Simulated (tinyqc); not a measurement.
# MOSFET with velocity saturation and source resistance: what changes with what

Strong inversion, charge Q = Cox (Vg - m V) at channel potential V with Vg the gate overdrive, and drift velocity v = mu E/(1 + mu E/vsat). Integrating along the channel gives I = mu Cox (1/L)(Vg Vd - m Vd^2/2)/(1 + Vd/Vc) per width, Vc = vsat L/mu, which peaks at Vdsat. Units: I in uA/um, Rs in ohm um, so the drop over Rs is 1e-6 I Rs volts.

Inputs (values chosen for the exercise):
```
symbol,value,unit,meaning
Cox,0.85,uF/cm^2,gate capacitance
mu0,210,cm^2/(V s),mobility at low gate voltage
th,0,1/V,mobility degradation
vsat,9.5e6,cm/s,saturation velocity
m,1.19,,body factor
VT,0.34,V,threshold
L,1,um,channel length
Rs,100,ohm um,source resistance
Vgs,1.8,V,gate voltage
```

Each table varies one quantity; the others keep the values above.

## Effect of the source resistance

Vg = Vgs - I Rs - VT (0 if negative), mu = mu0/(1 + th Vg), Vc = vsat L/mu, x = sqrt(1 + 2 Vg/(m Vc)), Vdsat = 2 Vg/(m (1 + x)), Isat = Cox vsat Vg (x - 1)/(x + 1) per width. I = Isat is solved self-consistently; gm = dI/dVgs; Vdsat is the intrinsic value. The velocity at the source is I/(Cox Vg).

The same in every row: Vc (V) = 4.5238.

Effect of the source resistance:
```
Rs (ohm um)  Vdsat (V)  Isat (uA/um)  gm (uS/um)  velocity at the source/vsat
0               1.0945        127.23      157.31                      0.10792
50              1.0902        126.24      155.59                      0.10754
100             1.0860        125.26      153.92                      0.10717
200             1.0778        123.37      150.68                      0.10644
300             1.0698        121.54      147.60                      0.10574
500             1.0544        118.08      141.81                      0.10438
800             1.0328        113.29      134.00                      0.10246
```

As Rs goes from 0 to 800 ohm um, Isat falls from 127 to 113 uA/um, Vdsat falls from 1.09 to 1.03 V and gm falls from 157 to 134 uS/um; the velocity at the source goes from 0.11 to 0.10 of vsat.

## Effect of the gate voltage

Same model as above.

The same in every row: Vc (V) = 4.5238.

Results:
```
Vgs (V)  Vdsat (V)  Isat (uA/um)  gm (uS/um)  velocity at the source/vsat
0.49       0.12421        1.6385      21.532                     0.013542
0.75       0.33142        11.666      54.818                     0.035336
1.02       0.53698        30.625      84.953                     0.056026
1.28       0.72681        56.105      110.54                     0.074359
1.55       0.91648        89.207      134.21                     0.091978
1.81        1.0927        126.81      154.67                      0.10776
2.34        1.4348        218.64      190.73                      0.13687
```

Estimate the missing row, Vgs = 2.08 V.

Computed row:
```
Vgs (V)  Vdsat (V)  Isat (uA/um)  gm (uS/um)  velocity at the source/vsat
2.08        1.2696        171.20      173.89                      0.12306
```

With this row back in the table: As Vgs goes from 0.49 to 2.34 V, Isat rises from 1.64 to 219 uA/um, Vdsat rises from 0.124 to 1.43 V and gm rises from 21.5 to 191 uS/um; the velocity at the source goes from 0.014 to 0.14 of vsat. Against the overdrive Vgs - VT the current goes with exponent 1.95 at the start and 1.76 at the end (2 for the square law). With vsat made a thousand times larger the last exponent would be 1.97, which is what th and Rs alone leave.

## Effect of the saturation velocity

Same model as above.

Effect of the saturation velocity:
```
vsat (cm/s)  Vc (V)  Vdsat (V)  Isat (uA/um)  gm (uS/um)  velocity at the source/vsat
4e6           1.905     0.9710         100.1       113.5                       0.2031
5.6e6         2.667      1.022         110.9       130.1                       0.1608
7.8e6         3.714      1.064         120.3       145.5                       0.1253
1.1e7         5.238      1.100         128.6       159.7                      0.09506
1.5e7         7.143      1.127         134.8       170.7                      0.07310
2.1e7         10.00      1.149         140.2       180.6                      0.05433
3e7           14.29      1.167         144.7       188.9                      0.03924
```

Read the table: what changes, and by how much?

As vsat goes from 4e6 to 3e7 cm/s, Isat rises from 100 to 145 uA/um, Vdsat rises from 0.971 to 1.17 V and gm rises from 113 to 189 uS/um; the velocity at the source goes from 0.20 to 0.039 of vsat. Isat goes as vsat^(0.30) between the first two rows and as vsat^(0.09) between the last two.

Program tinyqc, `OMP_NUM_THREADS=1 python tinyqc.py 2500114 2500115 out.jsonl`; Intel Xeon 2.30GHz, shared host, one thread, about 0.01 s.
